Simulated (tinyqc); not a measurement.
Comparisons within one model: fitting sp3s* parameters to three gaps by Newton steps. A value that a table varies takes the place of the one given here.

sp3s* tight binding, nearest neighbours only: anion (a) at 0, cation (c) at a/4 (1,1,1), orbitals s, px, py, pz, s* on each; k in units of 2 pi/a. With phases e_j = exp(i (pi/2) k.n_j) for n = (1,1,1), (1,-1,-1), (-1,1,-1), (-1,-1,1): g0 = (e1+e2+e3+e4)/4, g1 = (e1+e2-e3-e4)/4, g2 = (e1-e2+e3-e4)/4, g3 = (e1-e2-e3+e4)/4. The diagonal holds the levels Esa, Epa, Exa (s*) and Esc, Epc, Exc. Anion-cation block: <sa|sc> = Vss g0; <sa|xc> = Vsapc g1; <xa|sc> = -Vscpa g1; <xa|xc> = Vxx g0; <xa|yc> = <ya|xc> = Vxy g3, <xa|zc> = <za|xc> = Vxy g2, <ya|zc> = <za|yc> = Vxy g1; <s*a|xc> = Vxapc g1; <xa|s*c> = -Vpaxc g1; y and z take g2 and g3 in place of g1; s-s* and s*-s* vanish.

Gaps are level 5 at Gamma, X = (1,0,0) and L = (1/2,1/2,1/2) less level 4 at Gamma; no spin-orbit coupling. Free parameters: Vss, Vsapc and Vpaxc. H is linear in them, so by Hellmann-Feynman J_ij = <u|dH/dp_j|u> for level 5 at point i less the same for level 4 at Gamma. Newton: p(new) = p + J^-1 (target - gaps); stop when all misses are below 1e-7 eV.

Constants: hbar^2/2m0 = 3.80998211 eV angstrom^2.

Inputs chosen for the exercise (out of a larger set: near a published set for GaAs, fitted to gaps, whose masses and valley positions are rough; not measured data): p = (-8.369, 1.03, -2.626, 3.699, 8.488, 6.665, -6.377, 1.956, 5.021, 4.448, 5.762, 4.886, 4.764) eV (start, order Esa, Epa, Esc, Epc, Exa, Exc, Vss, Vxx, Vxy, Vsapc, Vscpa, Vxapc, Vpaxc); tg = (1.7494, 2.0324, 1.7745) eV (target gaps at Gamma, X, L); a = 5.653 angstrom (lattice constant).

## Equal gaps, different models

The same three targets are met with other triples of free parameters (those for which Newton converges within 3 eV of the start). Not fitted: level 5 at K = (3/4,3/4,0) above Ev, the spacing of levels 6 and 5 at X, the depth of level 2 at X below Ev, the valence width at Gamma, and the mass c q^2/(E(q) - E(0)) of level 5 along [100], q = 0.002 (2 pi/a), c = hbar^2/2m0.

Unfitted results:
```
free parameters    largest change (eV)  K (eV)  X spacing (eV)  level 2 at X (eV)  valence width (eV)  mass (m0)
start                            0.000   1.932           0.417              7.451              12.488     0.1151
Vss, Vxapc, Vpaxc                0.273   2.007           0.439              7.413              12.738     0.1402
Esc, Vxapc, Vpaxc                0.459   1.982           0.206              7.391              12.386     0.1373
Vss, Vsapc, Vpaxc                0.273   1.997           0.313              7.465              12.738     0.1379
Esa, Vxapc, Vscpa                0.814   1.997           0.315              7.404              11.924     0.1431
Vss, Exa, Exc                    0.329   2.008           0.458              7.436              12.738     0.1402
Esc, Vsapc, Exc                  1.257   1.944           0.034              7.322              12.386     0.1341
```

All fitted rows have the same three gaps, yet they spread by 64 meV at K, 424 meV in the X spacing, 143 meV in level 2 at X, 814 meV in the valence width and 6.5 % in the mass. The smallest change of parameters, 0.273 eV, is that of Vss, Vxapc, Vpaxc; Vss, Vsapc, Vpaxc. A fit fixes what it was given and leaves the rest to the choice of free parameters.

## How errors in the targets pass to the parameters

J:
```
            Vss    Vsapc     Vpaxc
Gamma  -0.91182  0.00000   0.00000
X       0.00000  0.49350   0.00000
L      -0.23928  0.31673  -0.12368
```

The gaps at Gamma, X and L of an sp3s* model are fitted with Vss, Vsapc and Vpaxc; J holds the derivatives of the gaps by these parameters at the start. The change of each parameter for +10 meV on one target is 10 J^-1, in meV.

Shifts (meV):
```
target raised    Vss  Vsapc  Vpaxc
Gamma          -11.0    0.0   21.2
X                0.0   20.3   51.9
L                0.0    0.0  -80.9
```

root sum of squares (meV): Vss 11.0, Vsapc 20.3, Vpaxc 98.4

Independent errors of 10 meV leave Vpaxc least certain (98 meV) and Vss best fixed (11.0 meV). The largest single entry, 81 meV, comes from the target at L.

Program tinyqc; command `OMP_NUM_THREADS=1 python tinyqc.py 1480099 1480100 out.jsonl`; about 0.1 s on one thread of a shared Intel(R) Xeon(R) Processor @ 2.30GHz.
